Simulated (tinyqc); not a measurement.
## One gate, two gates and a surrounding gate

Below threshold the potential that source and drain add obeys Laplace's equation, vanishes on the gates and decays along the channel as exp(-k y). The same ts (depleted depth over a conducting body, body thickness or wire diameter), ti and permittivities in three geometries; k is the smallest positive root of: one gate, f(k) = eps_r sin(k ti) cos(k ts) + ei cos(k ti) sin(k ts); two gates, f(k) = ei cos(k ti) cos(k ts/2) - eps_r sin(k ti) sin(k ts/2); wire, f(k) = ei J0(u)[J1(u) Y0(v) - Y1(u) J0(v)] - eps_r J1(u)[J0(u) Y0(v) - Y0(u) J0(v)], u = k ts/2, v = u + k ti. Parabolic estimates of l: sqrt((eps_r/ei) ts ti); sqrt((eps_r/(2 ei)) ts ti (1 + ei ts/(4 eps_r ti))); sqrt([2 eps_r ts^2 ln(1 + 2 ti/ts) + ei ts^2]/(16 ei)), in the same order.

Parameters, values chosen for the exercise; permittivities: semiconductor close to that of gallium nitride, insulator close to that of silicon dioxide:
```
symbol  value  unit                                     meaning
eps_r    9.44        relative permittivity of the semiconductor
ei       3.96            relative permittivity of the insulator
ti       0.74    nm                         insulator thickness
ts       11.9    nm                              body thickness
```

Scale lengths (nm):
```
	Lambda = pi/k	l = 1/k	l(parabolic)
one gate over a conducting body	13.59	4.326	4.582
two gates	15.31	4.873	5.310
wire	10.07	3.205	3.714
```

The wire has the shortest scale length, 0.658 times that of the double gate; the single gate over a conducting body has 0.888 times it, its layer ending directly on a conductor where the double gate has a second insulator. The parabolic estimates are 5.9 % above, 9.0 % above and 16 % above the exact l, in the order of the rows.

tinyqc, about 0.01 s, one thread, Intel Xeon 2.30GHz (shared host): `OMP_NUM_THREADS=1 python tinyqc.py 2420097 2420098 out.jsonl`
